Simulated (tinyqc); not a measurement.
Potential-pH (Pourbaix) lines of a metal, its cation, its oxide and an oxyanion, with a complexing ligand: one step, computed by the program tinyqc. Command: `OMP_NUM_THREADS=1 python tinyqc.py 3027570 3027571 out.jsonl pourb walk`. One thread of a shared host (Intel(R) Xeon(R) Processor @ 2.30GHz), about 0.02 s of CPU time with the checks.

Potentials are against the standard hydrogen electrode; solids and water have unit activity; dG_f of M, H+ and the electron is zero; F = e N_A and s = R T ln(10)/F. The cation carries z = 2.

Question. Vertical lines. M2+ + 2e = M; MO + 2H+ + 2e = M + H2O; MO2(2-) + 4H+ + 2e = M + 2H2O. For each, E0 = -dG/(z F), and E = E0 + (s/z) log10 a - (s n_H/z) pH, with no activity term for the oxide. Two oxidised species coexist where their lines against the metal cross: pH1 (cation/oxide) = [E0(oxide) - E0(cation)]/s - (log10 a)/z; pH2 (oxide/oxyanion) = {[E0(oxyanion) - E0(oxide)]/s + (log10 a)/z}/(4/z - 1).

Inputs (values chosen for the exercise, modelled on tin): temperature T = 298.15 K; log10 of the dissolved activity a = -5.

Species: M, M2+, MO, MO2(2-).

E0 (V): cation -0.1392958, oxide -0.0751410, oxyanion 0.7854044

s = 0.05915935 V

Give: pH1; pH2; width of the oxide field, pH2 - pH1.

Answer.

pH1 = 3.5844

pH2 = 12.046

width of the oxide field, pH2 - pH1 = 8.4618

The oxide is stable from pH 3.58 to 12.05; each decade less of dissolved metal narrows this field by 1.00 pH units.
